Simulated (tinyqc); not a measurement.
Comparisons within one model: two-band k.p model of the X valleys of a zinc-blende crystal. A value that a table varies takes the place of the one given here.

k along the valley axis, counted from X, c = hbar^2/2m0, e = c k^2/ml. H = [[e - D/2, i P k], [-i P k, e + D/2]] with P^2 = D0 c/ml, so E = e -/+ sqrt(D^2/4 + D0 e). For D = 0 (diamond lattice) the bands cross at X.

With x = D/D0: for x < 1 the minima lie at k_m = sqrt(ml D0 (1 - x^2)/(4 c)), the hump at X has the height dE = (D0/4)(1 - x)^2 and the mass at the minimum is ml/(1 - x^2); the mass at X is ml/(1 - 1/x), negative for x < 1. For x > 1 the minimum is at X.

Thermal masses along the axis for one X point, lower band, E from the minimum, on 1601 points from -0.8 to 0.8 1/angstrom: density-of-states mass m_d = c I^2/(pi kT), I = integral of exp(-E/kT) dk; conductivity mass m_c = 2 c kT/<(dE/dk)^2> with central differences.

Constants: hbar^2/2m0 = 3.80998211 eV angstrom^2; kB = 8.617333262e-05 eV/K.

Values chosen for the exercise (of the order of those of AlAs; shifted at random, so the results belong to these values and not to a real crystal): D0 = 0.155 eV (coupling energy); ml = 0.665 m0 (mass along the axis from remote bands); D = 0.363 eV (splitting of the two conduction levels at X); T = 150 K (temperature).

## From the diamond lattice to a polar crystal

D is varied at fixed D0 and ml.

Results:
```
x     D (eV)  k_m (1/angstrom)  dE (meV)  mass at the minimum
0.00   0.000            0.0822     38.75                0.665
0.30   0.046            0.0785     18.99                0.731
0.60   0.093            0.0658      6.20                1.039
0.80   0.124            0.0493      1.55                1.847
0.90   0.140            0.0358      0.39                3.500
1.10   0.171            0.0000      0.00                7.315
1.30   0.202            0.0000      0.00                2.882
2.00   0.310            0.0000      0.00                1.330
4.00   0.620            0.0000      0.00                0.887
```

At D = 0 the minima lie 0.0822 1/angstrom from X under a cusp of D0/4 = 39 meV, the pattern of silicon. The hump shrinks as (1 - x)^2, faster than k_m, so at x = 0.9 it is only 0.39 meV although k_m is still 44 % of its first value. The mass diverges at x = 1 from both sides (3.50 at 0.9, 7.31 at 1.1), where the band is quartic.

## Temperature

Thermal masses against T.

Results:
```
T (K)  kT (meV)    m_d    m_c
10         0.86  1.158  1.156
20         1.72  1.156  1.152
50         4.31  1.150  1.140
100        8.62  1.140  1.122
200       17.23  1.124  1.094
300       25.85  1.110  1.071
500       43.09  1.088  1.037
```

m_d goes from 1.158 to 1.088 and m_c goes from 1.156 to 1.037. Both start from the edge mass 1.161 and tend to ml = 0.665 for kT far above D0. 

## What each parameter does

Shape of the lower band and thermal masses. Each row changes one parameter from the base and keeps the others.

Results:
```
case            k_m (1/angstrom)  dE (meV)  m_d (m0)  m_c (m0)
base                      0.0000     0.000     1.132     1.107
D = 0.3739 eV             0.0000     0.000     1.111     1.089
D0 = 0.1503 eV            0.0000     0.000     1.109     1.087
ml = 0.6451 m0            0.0000     0.000     1.098     1.074
T = 145.5 K               0.0000     0.000     1.133     1.108
```

The largest shifts from the base row, up to three for each result and ties (the steps differ in size, so this ranks the rows, not the parameters). k_m (1/angstrom): unchanged at the printed digits by D, D0, ml and T. dE (meV): unchanged at the printed digits by D, D0, ml and T. m_d (m0): ml -0.034, D0 -0.022, D -0.021. m_c (m0): ml -0.033, D0 -0.020, D -0.018.

Program tinyqc; command `OMP_NUM_THREADS=1 python tinyqc.py 1850264 1850265 out.jsonl`; about 0.01 s on one thread of a shared Intel(R) Xeon(R) Processor @ 2.30GHz.
